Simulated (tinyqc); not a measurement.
The 3-omega method: a line heater on a substrate with a thin film. Changing the film thickness t. Computed by tinyqc, a small Python program. Command: `OMP_NUM_THREADS=1 python tinyqc.py 3022847 3022848 out.jsonl threeomega sweep`. One thread of a shared host (Intel(R) Xeon(R) Processor @ 2.30GHz), about 0.02 s of CPU time with the checks.

A current at angular frequency omega = 2 pi f heats the line at 2 omega with the amplitude P per length; the temperature swing Delta T at 2 omega gives a voltage at 3 omega. The substrate is taken as semi-infinite and isotropic, and the heat capacity of heater and film is left out.

Inputs (values chosen for the exercise, modelled on amorphous silicon on silicon):
```
quantity                                    value           unit
substrate conductivity kappa                  140        W/(m K)
substrate heat capacity C                    1.63  1e6 J/(m^3 K)
heater half-width b                           3.3     micrometre
power amplitude per length P                   18            W/m
current frequency f                           430             Hz
film conductivity kappa_f                     1.6        W/(m K)
interface resistance R_i                       25       m^2 K/GW
substrate thickness d_s                      1000     micrometre
temperature coefficient of resistance beta    3.7         1e-3/K
voltage amplitude V_1                        0.43              V
```

Method:
- D = kappa/C; q = sqrt(2 i omega/D); penetration depth 1/|q| = sqrt(D/(2 omega)).
- Delta T_s = (P/(pi kappa)) int_0^infinity (sin x/x)^2 / sqrt(x^2 + (q b)^2) dx with (q b)^2 = i |q b|^2, averaged over the heater width (12 Gauss-Legendre points on each of the pieces 0, 14 log-spaced edges from 1e-5 to 1, and multiples of pi to 40 pi; the tail adds 1/(4 (40 pi)^2)).
- For |q| b much below 1: Delta T_s = (P/(pi kappa)) [-ln(|q| b) + eta - i pi/4], eta = 3/2 - C_E = 0.92278, with Euler's C_E = 0.5772157.
- One-dimensional flow across the film: Delta T_f = P (t/kappa_f + R_i)/(2 b); total in-phase swing Delta T = Delta T_s + Delta T_f; third-harmonic amplitude V_3 = V_1 beta |Delta T|/2 with the out-of-phase part included; the apparent film conductivity is t/(t/kappa_f + R_i).

One run for each value:
```
film thickness t (nm)  apparent film conductivity (W/(m K))  Delta T_f (K)  film share of the in-phase swing
10                                                   0.3200         0.0852                           0.31324
19                                                   0.5153         0.1006                           0.34989
38                                                   0.7795         0.1330                           0.41572
73                                                   1.0336         0.1926                           0.50758
140                                                  1.2444         0.3068                           0.62150
270                                                  1.3935         0.5284                           0.73876
530                                                  1.4877         0.9716                           0.83870
1000                                                 1.5385         1.7727                           0.90464
2000                                                 1.5686         3.4773                           0.94900
```

What does the table show, and why?

Over the rows, apparent film conductivity (W/(m K)) rises from 0.320 to 1.57 (exponent d ln y / d ln x 0.74 between the first rows and 0.028 between the last); Delta T_f (K) rises from 0.0852 to 3.48 (exponent d ln y / d ln x 0.26 between the first rows and 0.97 between the last); film share of the in-phase swing rises from 0.313 to 0.949 (exponent d ln y / d ln x 0.17 between the first rows and 0.069 between the last). The film resistance t/kappa_f + R_i is a straight line in t: its slope gives kappa_f = 1.6 W/(m K) and its intercept R_i; the two terms are equal at t = 40.0 nm.

Caution (rows 2000): the film is not thin against the heater width, so heat spreads sideways in it and the one-dimensional step fails.
